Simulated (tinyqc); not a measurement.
Biaxial strain splits the top of the valence band: sp3s* tight binding, strained.

sp3s* tight binding, nearest neighbours only: anion (a) at 0, cation (c) at a/4 (1,1,1), orbitals s, px, py, pz, s* on each; k in units of 2 pi/a. With phases e_j = exp(i (pi/2) k.n_j) for n = (1,1,1), (1,-1,-1), (-1,1,-1), (-1,-1,1): g0 = (e1+e2+e3+e4)/4, g1 = (e1+e2-e3-e4)/4, g2 = (e1-e2+e3-e4)/4, g3 = (e1-e2-e3+e4)/4. The diagonal holds the levels Esa, Epa, Exa (s*) and Esc, Epc, Exc. Anion-cation block: <sa|sc> = Vss g0; <sa|xc> = Vsapc g1; <xa|sc> = -Vscpa g1; <xa|xc> = Vxx g0; <xa|yc> = <ya|xc> = Vxy g3, <xa|zc> = <za|xc> = Vxy g2, <ya|zc> = <za|yc> = Vxy g1; <s*a|xc> = Vxapc g1; <xa|s*c> = -Vpaxc g1; y and z take g2 and g3 in place of g1; s-s* and s*-s* vanish.

Strain e moves each bond vector to d = (1 + e) d0 (no internal displacement for the diagonal strains used here) and k is given in fractions of the strained reciprocal cell, so the phases stay. Two-centre values Vss_sigma = Vss/4, Vsp_sigma = sqrt3 V/4 for each s-p and s*-p pair, Vpp_sigma = (Vxx + 2 Vxy)/4, Vpp_pi = (Vxx - Vxy)/4 are scaled by (d0/d)^eta and combined with the new direction cosines; the levels on the diagonal stay.

Inputs chosen for the exercise (near a published set for Ge, fitted to gaps, whose masses and valley positions are rough; not measured data): Esa = -5.893 eV (s level of the anion); Epa = 1.603 eV (p level of the anion); Esc = -5.893 eV (s level of the cation); Epc = 1.603 eV (p level of the cation); Exa = 6.387 eV (s* level of the anion); Exc = 6.387 eV (s* level of the cation); Vss = -6.786 eV (s-s); Vxx = 1.607 eV (px-px); Vxy = 4.838 eV (px-py); Vsapc = 5.525 eV (s anion, p cation); Vscpa = 5.525 eV (s cation, p anion); Vxapc = 5.185 eV (s* anion, p cation); Vpaxc = 5.185 eV (p anion, s* cation); eta = 2.5 (scaling exponent); D001 = 0.74 (ratio -ezz/exx).

No spin-orbit coupling; k = 0; exx = eyy = e, ezz = -D001 e. The four bonds keep equal lengths, and the sums over them give Vxx(e) for px and py and Vzz(e) for pz; each level is the lower root of [[Epa, V], [V, Epc]], and the s level the upper root of the s block. The shear potential b follows from E(x,y) - E(z) = 3 b (exx - ezz), taken as the slope between e = -0.005 and 0.005.

Couplings and levels at Gamma (eV):
```
e           ezz  Vxx(e)  Vzz(e)   E(x,y)     E(z)  E(x,y) - E(z) (meV)  upper s level
-0.020   0.0148  1.5245  1.8731   0.0785  -0.2701                348.6         1.0353
-0.005   0.0037  1.5871  1.6720   0.0159  -0.0690                 84.9         0.9286
0.005   -0.0037  1.6264  1.5429  -0.0234   0.0601                -83.4         0.8574
0.010   -0.0074  1.6453  1.4798  -0.0423   0.1232               -165.4         0.8217
0.020   -0.0148  1.6815  1.3566  -0.0785   0.2464               -324.9         0.7504
```

Give the missing row, e = -0.010, ezz = 0.0074.

Computed row:
```
e          ezz  Vxx(e)  Vzz(e)  E(x,y)     E(z)  E(x,y) - E(z) (meV)  upper s level
-0.010  0.0074  1.5667  1.7381  0.0363  -0.1351                171.3         0.9642
```

b = -3.225 eV

Under tension in the plane (e > 0) the bonds tilt towards the plane, Vxx grows to 1.6453 and Vzz falls to 1.4798 eV at e = 0.01, and the pz state forms the top of the valence band, by 165.4 meV; under compression (e = -0.01) the px, py pair does, by 171.3 meV. The slope gives b = -3.23 eV, a rough value, since on-site strain terms are left out (measured values lie near -2 eV).

Program tinyqc; command `OMP_NUM_THREADS=1 python tinyqc.py 1482070 1482071 out.jsonl`; about 0.07 s on one thread of a shared Intel(R) Xeon(R) Processor @ 2.30GHz.
